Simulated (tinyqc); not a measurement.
Inside a calculation. Method: plane-wave Kohn-Sham cycle with exchange-only LDA in a layered model solid. One step of it, computed by the program tinyqc.

Task: Iteration 1: Hamiltonian at one k. H(m,m') = (k + G_m)^2/2 delta + V(G_m - G_m'), with V(-G) = V(G).

A solid whose potential varies along x alone (atomic units):
```
parameter                      value
period a                   14.900000
cross-section of the cell  28.000000
electrons per cell                 2
grid points                       16
plane waves -n..n, n               2
k points                           2
V1 in V1 cos(2 pi x/a)     -0.720000
```

V(G_m), m = 0, 1, 2, ... (hartree): -0.166042  -0.360000  0.000000  0.000000  0.000000

k = 0.250000 2 pi / a

Give: H.

Result:

H (hartree):
```
        -2      -1      +0      +1      +2
-2   0.106  -0.360   0.000   0.000   0.000
-1  -0.360  -0.116  -0.360   0.000   0.000
+0   0.000  -0.360  -0.160  -0.360   0.000
+1   0.000   0.000  -0.360  -0.027  -0.360
+2   0.000   0.000   0.000  -0.360   0.284
```
